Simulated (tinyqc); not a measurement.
Velocity overshoot from momentum and energy balance equations after a field step: one step, computed by the program tinyqc.

At t = 0 the field jumps from 0 to F in a uniform sample. v is the drift velocity and u = w - (3/2) k_B T the excess energy per carrier.

Task: First four steps. dv/dt = e F/m - v/tau_m(u), du/dt = e F v - u/tau_E, tau_m(u) = tau_0/(1 + c u), tau_0 = m mu_0/e, c = mu_0/(e tau_E v_s^2); this choice gives the steady state v (1 + mu_0 F v/v_s^2) = mu_0 F, which saturates at v_s. Step: v_new = v + dt (e F/m - v/tau_m(u)), u_new = u + dt (e F v - u/tau_E). Start v = u = 0; the distance adds dt (v + v_new)/2.

Inputs (values chosen for the exercise, modelled on holes in silicon except for tau_E):

| quantity | value | unit |
|---|---|---|
| energy relaxation time tau_E | 0.25 | ps |
| field after the step F | 20 | kV/cm |
| lattice temperature T | 300 | K |
| time step dt | 3.4 | fs |

Scheme: explicit Euler.

c = 23.20988 1/eV

tau_0 = 106.8898 fs

acceleration e F/m = 0.008794100 1e7 cm/s per fs

Give: Steps.

Result:

Steps:

| step | t (fs) | v (1e7 cm/s) | u (eV) | tau_m (fs) |
|---|---|---|---|---|
| 1 | 3.4 | 0.0299 | 0 | 106.9 |
| 2 | 6.8 | 0.0588 | 2.033e-05 | 106.8 |
| 3 | 10.2 | 0.0869 | 6.007e-05 | 106.7 |
| 4 | 13.6 | 0.1140 | 1.183e-04 | 106.6 |

After the first step u is still 0, below the drift energy m v^2/2, because the explicit scheme uses the old v: an error of the finite time step.
